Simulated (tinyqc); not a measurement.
Landau-Devonshire theory of a uniaxial ferroelectric: one step, computed by the program tinyqc.

G(P) = (alpha/2) P^2 + (beta*/4) P^4 + (gamma/6) P^6 - E P per volume, SI units, one domain, P along the polar axis.

Task: Spontaneous polarisation, susceptibility, coercive field. Ps^2 = [-beta* + sqrt(beta*^2 - 4 alpha gamma)]/(2 gamma). chi = 1/(eps_0 G''), G'' = alpha + 3 beta* P^2 + 5 gamma P^4 at Ps. Ps, chi and the coercive field are for perfect screening, without a depolarising field. The intrinsic coercive field is |alpha P + beta* P^3 + gamma P^5| at the P_c where G'' = 0. 1 C/m^2 = 100 microcoulomb/cm^2.

Inputs (values chosen for the exercise, modelled on lead titanate): Curie-Weiss temperature T0 = 752 K; gamma = 1.51e+09 J m^9/C^6; temperature T = 367 K.

Sample: free crystal.

alpha = -2.779700e+08 J m/C^2

beta* = -2.88e+08 J m^5/C^4

Constants: eps_0 = 8.8541878128e-12 F/m.

Give: spontaneous polarisation Ps; susceptibility chi; well depth G(Ps); P_c; intrinsic coercive field.

Result:

spontaneous polarisation Ps = 73.14 microcoulomb/cm^2

susceptibility chi = 79.54

well depth G(Ps) = -56.43 MJ/m^3

P_c = 50.74 microcoulomb/cm^2

intrinsic coercive field = 127.9 MV/m

P_c/Ps = 0.694, above the 0.577 of a quartic well, as the sixth-order term matters. Real switching runs by domain nucleation at far lower fields. Caution: far below T0* the expansion with linear alpha(T) is only a fit.
